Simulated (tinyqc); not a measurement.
Changing the temperature T: order-disorder in a binary alloy on two sublattices: Bragg-Williams and pair (quasi-chemical) approximations. Computed by tinyqc, a small Python program. Command: `OMP_NUM_THREADS=1 python tinyqc.py 3022841 3022842 out.jsonl order sweep`. One thread of a shared host (Intel(R) Xeon(R) Processor @ 2.30GHz), about 0.01 s of CPU time with the checks.

All z = 8 neighbours of a site lie on the other sublattice. B fills the sublattices with x + eta/2 and x - eta/2; energies are per site, from the pure components: u = -z w y with y the probability of an A-B bond taken in one order.

Inputs (values chosen for the exercise, for a model alloy): ordering energy w = (e_AA + e_BB)/2 - e_AB = 26.5 meV; fraction x of B = 0.5.

Lattice: bcc (B2 order, z = 8). Method: Newton steps.

scattering factors f_A, f_B (electrons): 38  44

Constants: k_B = 8.617333262e-05 eV/K.

Method:
- Bragg-Williams: u = -z w [x (1 - x) + eta^2/4]; minimising f gives ln[a (1 - b)/(b (1 - a))] = 2 z w eta/(k_B T) =: ln Q, a = x + eta/2, b = x - eta/2. For given Q this is a quadratic for eta, (Q - 1) eta^2/4 - (Q + 1) eta/2 + (Q - 1) x (1 - x) = 0, smaller root: the map eta -> phi(eta).
- Newton steps on phi(eta) - eta, with the slope by central differences of 1e-6; start at 0.999 times 2x; stop when |phi - eta| < 1e-10.
- a = x + eta/2, b = x - eta/2; u = -z w [x (1 - x) + eta^2/4]; s/k_B = [s2(a) + s2(b)]/2, s2(c) = -c ln c - (1 - c) ln(1 - c); gain on ordering = f(eta) - f(0), f = u - T s. Superlattice over fundamental intensity = [eta (f_B - f_A)/2]^2/[(1 - x) f_A + x f_B]^2.

One run for each value:

| temperature T (K) | order parameter eta | B fraction on the A sublattice | entropy s (k_B/site) | gain on ordering (meV/site) | intensity ratio |
|---|---|---|---|---|---|
| 323 | 0.99901 | 4.9570e-04 | 0.00427 | -3.3721e+01 | 0.0053433 |
| 432 | 0.99303 | 3.4875e-03 | 0.02322 | -2.7324e+01 | 0.0052795 |
| 541 | 0.97672 | 1.1640e-02 | 0.06341 | -2.1203e+01 | 0.0051076 |
| 649 | 0.94609 | 2.6953e-02 | 0.12398 | -1.5609e+01 | 0.0047923 |
| 758 | 0.89671 | 5.1644e-02 | 0.20333 | -1.0622e+01 | 0.0043051 |
| 867 | 0.82395 | 8.8024e-02 | 0.29794 | -6.4549e+00 | 0.0036348 |
| 976 | 0.71974 | 1.4013e-01 | 0.40520 | -3.2375e+00 | 0.0027735 |
| 1080 | 0.57484 | 2.1258e-01 | 0.51736 | -1.1529e+00 | 0.0017692 |
| 1190 | 0.30855 | 3.4573e-01 | 0.64476 | -8.3840e-02 | 0.0005097 |

What does the table show, and why?

Over the rows, order parameter eta falls from 0.999 to 0.309 (exponent d ln y / d ln x -0.021 between the first rows and -6.4 between the last); B fraction on the A sublattice rises from 4.96e-4 to 0.346 (exponent d ln y / d ln x 6.7 between the first rows and 5.0 between the last); entropy s (k_B/site) rises from 0.00427 to 0.645 (exponent d ln y / d ln x 5.8 between the first rows and 2.3 between the last). Near T_c mean-field theory gives eta^2 linear in T_c - T; from the last two rows eta^2 extrapolates to zero at 1235 K, against T_c = 1230 K.

Caution (rows 867, 976, 1080, 1190): T is near or above the T_c of the better pair approximation, so the true long-range order is lower than Bragg-Williams gives.
